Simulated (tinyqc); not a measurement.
What each parameter does: spherical quantum dot.

A sphere of radius R, isotropic masses, c = hbar^2/2m0, k = sqrt(mw E/c), kappa = sqrt(mb (V0 - E)/c). State n l is the spherical Bessel function j_l(k r) inside and k_l(kappa r) outside; psi and psi'/m are continuous: (k/mw) j_l'(kR)/j_l(kR) = (kappa/mb) k_l'(kappa R)/k_l(kappa R). For l = 0 this reads kR cot(kR) = 1 - (mw/mb)(1 + kappa R).

Constants: hbar^2/2m0 = 3.80998211 eV angstrom^2.

Values chosen for the exercise (near those of a Si dot in SiO2, with the mean mass 3/(2/mt + 1/ml) for all six valleys; not measured data): R = 14 angstrom (radius); V0 = 3.059 eV (barrier height); mw = 0.264 m0 (mass inside); mb = 0.519 m0 (mass outside).

The lowest level 1s and its distance to V0.

Results for these values:

| case | E (eV) | V0 - E (eV) | k R |
|---|---|---|---|
| base | 0.4763 | 2.5827 | 2.5435 |

What happens to each result for mb = 0.4152 m0, all else kept?

Answer: E rises from 0.4763 to 0.4983; V0 - E falls from 2.5827 to 2.5607; k R rises from 2.5435 to 2.6014.

The same for each parameter in turn:

| case | E (eV) | V0 - E (eV) | k R |
|---|---|---|---|
| base | 0.4763 | 2.5827 | 2.5435 |
| R = 12 angstrom | 0.6068 | 2.4522 | 2.4606 |
| V0 = 2.6 eV | 0.4605 | 2.1395 | 2.5008 |
| mw = 0.2904 m0 | 0.4497 | 2.6093 | 2.5918 |
| mb = 0.4152 m0 | 0.4983 | 2.5607 | 2.6014 |

Computed by tinyqc, a small Python program: `OMP_NUM_THREADS=1 python tinyqc.py 1250365 1250366 out.jsonl` (the numbers bound the seed that draws the inputs); one thread of a shared host (Intel(R) Xeon(R) Processor @ 2.30GHz), about 0.04 s for the whole set of steps.
